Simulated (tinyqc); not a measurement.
# Yield against design margin

Cells fail independently with probability Q(k) = erfc(k/sqrt(2))/2 when the margin is k standard deviations, and Y = exp(-Nb Q(k)). phi = exp(-k^2/2)/sqrt(2 pi).  k = margin/s(dVT). With one spare that repairs any one cell, Y1 = exp(-x)(1 + x), x = Nb Q(k).

Values chosen for this exercise:
```
symbol,value,unit,meaning
Nb,1048576,,number of cells
```

s(dVT) = 20.1 mV

Yield against design margin:

| M (mV) | k | Q(k) | expected failures x | Y | Y1 |
|---|---|---|---|---|---|
| 79 | 3.930 | 4.241e-5 | 44.47 | 4.855e-20 | 2.208e-18 |
| 85 | 4.229 | 1.174e-5 | 12.31 | 4.486e-6 | 5.972e-5 |
| 89 | 4.428 | 4.759e-6 | 4.990 | 0.006807 | 0.04077 |
| 93 | 4.627 | 1.856e-6 | 1.946 | 0.1428 | 0.4207 |
| 99 | 4.925 | 4.210e-7 | 0.4414 | 0.6431 | 0.9270 |
| 105 | 5.224 | 8.761e-8 | 0.09186 | 0.9122 | 0.9960 |
| 111 | 5.522 | 1.672e-8 | 0.01753 | 0.9826 | 0.9998 |
| 119 | 5.920 | 1.606e-9 | 0.001684 | 0.9983 | 1.000 |

Over a change of the margin from 79 to 119 mV, k goes from 3.93 to 5.92, the expected failures fall by 4.4 decades and the yield goes from 4.86e-20 to 0.9983. The spare helps most at M = 99 mV among the rows, where it lifts the yield from 0.643 to 0.927.

Program tinyqc, `OMP_NUM_THREADS=1 python tinyqc.py 2090059 2090060 out.jsonl`; Intel Xeon 2.30GHz, shared host, one thread, about 0.01 s.
